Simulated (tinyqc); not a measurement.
Length of a molecular wire: coherent transport through a tight-binding bridge. Computed by the program tinyqc. T = Gamma_L Gamma_R |G_1n|^2 with the self-energies of semi-infinite chains.

A uniform bridge between two chains:
```
parameter                        value
site energy (eV)              0.570000
hopping in the bridge (eV)    0.420000
lead hopping (eV)             1.790000
couplings (eV)              1.09, 0.71
E (eV)                       -0.170000
```

Transmission against length:
```
sites           T    ln T
2      2.7027e-01  -1.308
3      2.0373e-01  -1.591
4      2.2799e-01  -1.478
5      3.8451e-01  -0.956
6      8.6847e-01  -0.141
7      7.4827e-01  -0.290
8      3.3445e-01  -1.095
9      2.1594e-01  -1.533
10     2.0878e-01  -1.566
```

What does the comparison show, and why?

E lies inside the band of the bridge (|E - e|/2h = 0.881 < 1): T does not decay but oscillates with length, between 0.204 and 0.868 here, as levels of the bridge pass E.
